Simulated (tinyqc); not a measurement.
Worked calculation: inverse iteration on a symmetric matrix. Computed by tinyqc, a small Python program that keeps every step. Settings: method = inverse, shift = 0.33. Command: `OMP_NUM_THREADS=1 python tinyqc.py 25833 25834 out.jsonl` (the two numbers bound the seeds that draw the settings). One thread of a shared host (Intel(R) Xeon(R) Processor @ 2.60GHz), about 0.01 s of CPU time with the checks.

A:
```
           1          2          3          4
1   0.242000   0.711000   0.936000  -0.739000
2   0.711000   0.810000  -0.439000   0.534000
3   0.936000  -0.439000   1.673000  -0.486000
4  -0.739000   0.534000  -0.486000   2.220000
```

Stop when the residual |A v - lambda v| is below 1e-9.

Steps:
```
step      lambda  residual
1     1.48062972  2.14e-01
2     1.45872942  2.23e-01
3     1.42643343  2.29e-01
4     1.38416788  2.27e-01
5     1.33722532  2.13e-01
6     1.29388926  1.88e-01
7     1.26027237  1.56e-01
8     1.23757406  1.24e-01
9     1.22365851  9.51e-02
10    1.21563055  7.20e-02
11    1.21116245  5.39e-02
12    1.20872597  4.02e-02
13    1.20741249  2.99e-02
14    1.20670897  2.22e-02
15    1.20633355  1.65e-02
16    1.20613367  1.22e-02
17    1.20602740  9.08e-03
18    1.20597098  6.74e-03
19    1.20594104  5.01e-03
20    1.20592517  3.72e-03
21    1.20591676  2.77e-03
22    1.20591232  2.06e-03
23    1.20590996  1.53e-03
24    1.20590872  1.14e-03
25    1.20590807  8.52e-04
26    1.20590772  6.35e-04
27    1.20590754  4.74e-04
28    1.20590745  3.54e-04
29    1.20590740  2.64e-04
30    1.20590737  1.97e-04
```

Can the last value be used, and what does the course show?

Not by the stop rule, although the second column moves by less than 1e-07 over the last three steps. Not converged in 30 steps: the residual falls only by the ratio of the two smallest distances of eigenvalues from the shift, 0.76 a step. all eigenvalues, for comparison: -0.829586  1.205907  1.527116  3.041563.
